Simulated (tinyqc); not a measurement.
Comparisons within one model: ellipsoidal valleys in the axes of a wafer and a channel. A value that a table varies takes the place of the one given here.

Valleys with axes a along x, y and z, two valleys each; inverse mass tensor w = 1/mt + (1/ml - 1/mt) a a. Device axes: z = nz/|nz|, x = nx/|nx|, y = z cross x; in them a = (ax, ay, az). Confinement mass mz = 1/w_zz. In the plane w_ij is replaced by u_ij = w_ij - w_iz w_jz/w_zz (i, j = x, y); density-of-states mass md = 1/sqrt(det u); conductivity mass along x mc = 1/u_xx; ballistic transport mass mx = u_yy/det u, width mass my = 1/u_yy.

Hard walls: E_n = c (n pi/t)^2/mz, c = hbar^2/2m0, n = 1, 2, 3. Non-degenerate share of a valley proportional to md sum_n exp(-E_n/kT); mean 1/mc = sum of share/mc. 1 nm = 10 angstrom.

Constants: hbar^2/2m0 = 3.80998211 eV angstrom^2; kB = 8.617333262e-05 eV/K.

Inputs chosen for the exercise (near those of the Delta valleys of Si; shifted at random, so the results belong to these values and not to a real crystal): ml = 0.938 m0 (longitudinal mass); mt = 0.195 m0 (transverse mass); t = 9 nm (thickness of the film); T = 300 K (temperature); nz = (1, 1, 1) (surface normal (confinement)); nx = (1, -1, 0) (channel direction).

## Wafer and channel orientation

For each face/channel: the lowest ladder (mz, number of valleys, md, E1, share) and the mean conductivity mass over all valleys.

Results:

| face/channel | mz | valleys | md | E1 (meV) | share | mean mc |
|---|---|---|---|---|---|---|
| (111)/[11-2] | 0.265 | 6 | 0.367 | 17.5 | 1.000 | 0.3041 |
| (110)/[1-10] | 0.323 | 4 | 0.332 | 14.4 | 0.716 | 0.3678 |
| (100)/[011] | 0.938 | 2 | 0.195 | 4.9 | 0.442 | 0.2504 |
| (001)/[110] | 0.938 | 2 | 0.195 | 4.9 | 0.442 | 0.2504 |
| (112)/[11-1] | 0.413 | 2 | 0.294 | 11.2 | 0.388 | 0.3267 |
| (210)/[001] | 0.532 | 2 | 0.259 | 8.7 | 0.410 | 0.2509 |
| (111)/[1-10] | 0.265 | 6 | 0.367 | 17.5 | 1.000 | 0.3041 |

The mean conductivity mass is lowest, 0.2504, for (100)/[011] and (001)/[110] and highest, 0.3678, for (110)/[1-10]; the bulk value is 0.2650. The confinement energy is lowest on the face with the heaviest mz ((100), 5 meV). The density of states of the lowest ladder, valleys times md, runs between 0.390 and 2.201; a small value limits the charge through the quantum capacitance.

## What each parameter does

Lowest E1, its share and the mean conductivity mass. Each row changes one parameter from the base and keeps the others.

Results:

| case | lowest E1 (meV) | share | mean mc (m0) |
|---|---|---|---|
| base | 17.52 | 1.0000 | 0.3041 |
| ml = 0.844 m0 | 17.70 | 1.0000 | 0.2976 |
| mt = 0.215 m0 | 16.04 | 1.0000 | 0.3286 |
| t = 8.1 nm | 21.63 | 1.0000 | 0.3041 |
| T = 330 K | 17.52 | 1.0000 | 0.3041 |

The largest shifts from the base row, up to three for each result and ties (the steps differ in size, so this ranks the rows, not the parameters). lowest E1 (meV): t +4.11, mt -1.48, ml +0.18; unchanged at the printed digits by T. share: unchanged at the printed digits by ml, mt, t and T. mean mc (m0): mt +0.0245, ml -0.0065; unchanged at the printed digits by t and T.

Run: tinyqc, `OMP_NUM_THREADS=1 python tinyqc.py 1881199 1881200 out.jsonl`; Intel(R) Xeon(R) Processor @ 2.30GHz, one thread, shared host; about 0.01 s of CPU time with all checks.
